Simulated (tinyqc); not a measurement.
# Deep-level transient spectroscopy: the DLTS spectrum

Schottky contact on an n-type layer with shallow donors Nd (all ionised) and a donor-like deep trap, neutral when filled and positive when empty; depletion approximation. Traps within lam of the depletion edge stay filled. A long pulse to Vp fills the traps beyond x1 = Wp - lam; back at Vr those between x1 and x2 = Wr - lam emit. A rate window reads S = C(t2) - C(t1).

Emission rate en = sn vth(T) Nc(T) exp(-Et/kB T) = sn g T^2 exp(-Et/kB T), g = vth Nc/(300 K)^2, as vth goes as T^0.5 and Nc as T^1.5 (degeneracy factor 1). lam = sqrt(2 eps0 eps_r (EF - ET)/(q Nd)), EF - ET = Et - (kB T/q) ln(Nc(T)/Nd), Nc(T) = Nc (T/300 K)^1.5. In the steady state at the band bending V, 2 eps0 eps_r V/q = Nd W^2 + Nt (W - lam)^2 (the second term only if W > lam). W(t)^2 = Wr^2 + (Nt/Nd)(x2^2 - x1^2) exp(-en t), C = eps0 eps_r/W; for small Nt, dC/C = -(Nt/2 Nd) G exp(-en t) with G = (x2^2 - x1^2)/Wr^2. For an exponential transient S peaks where en = ew = ln(t2/t1)/(t2 - t1).

Parameters, values chosen for the exercise; material values close to those of silicon:
```
symbol,value,unit,meaning
eps_r,11.6,,relative permittivity
Nc,2.84e19,cm^-3,conduction-band density of states at 300 K
vth,2.4e7,cm/s,thermal velocity at 300 K
Nd,4.2e16,cm^-3,shallow donor density
Vbi,0.65,V,built-in voltage
Et,0.16,eV,depth of the trap below the conduction edge
sn,4.1e-16,cm^2,capture cross-section
Nt,8.8e15,cm^-3,trap density
Vr,5.8,V,reverse bias
Vp,0,V,reverse bias during the filling pulse
t1,10,ms,first sampling time
t2,40,ms,second sampling time
```

Constants: q = 1.602176634e-19 C, kB = 1.380649e-23 J/K, eps0 = 8.8541878128e-14 F/cm where lengths are in cm. Results are converted to the units shown.

Result of one run:

| T (K) | en (1/s) | S (pF/cm^2) |
|---|---|---|
| 86 | 9.655 | 348.5 |

What becomes of these results when the temperature of the transient T is changed from 86 to 104 K, all else the same?

Result of the changed run:

| T (K) | en (1/s) | S (pF/cm^2) |
|---|---|---|
| 104 | 592.4 | 4.861 |

The whole series:

| T (K) | en (1/s) | S (pF/cm^2) |
|---|---|---|
| 77 | 0.6206 | 26.84 |
| 80 | 1.655 | 70.17 |
| 83 | 4.121 | 166.4 |
| 86 | 9.655 | 348.5 |
| 89 | 21.41 | 605.9 |
| 92 | 45.17 | 783.1 |
| 95 | 91.09 | 649.2 |
| 98 | 176.3 | 303.2 |
| 101 | 328.8 | 67.47 |
| 104 | 592.4 | 4.861 |
| 107 | 1034 | 0.05860 |
| 111 | 2081 | 1.684e-6 |

S goes from 26.8 through a maximum of 783 (at T = 92 K among the rows listed) to 1.68e-6 pF/cm^2; en equals ew = 46.2 1/s at 92.09 K. Colder, the trap has hardly emitted by t2; warmer, it is empty before t1. Rows above half of the largest S span 89 to 95 K. In 11 of the 12 rows T is below 110 K, where shallow donors begin to freeze out; the model keeps them ionised.

Range of the model: With Nt above a tenth of Nd the edge x2 moves during the transient, which this model holds fixed, and the transient is not a plain exponential.

Computed by the program tinyqc: `OMP_NUM_THREADS=1 python tinyqc.py 2050007 2050008 out.jsonl`, one thread of a shared Intel Xeon 2.30GHz, about 0.01 s for the whole run.
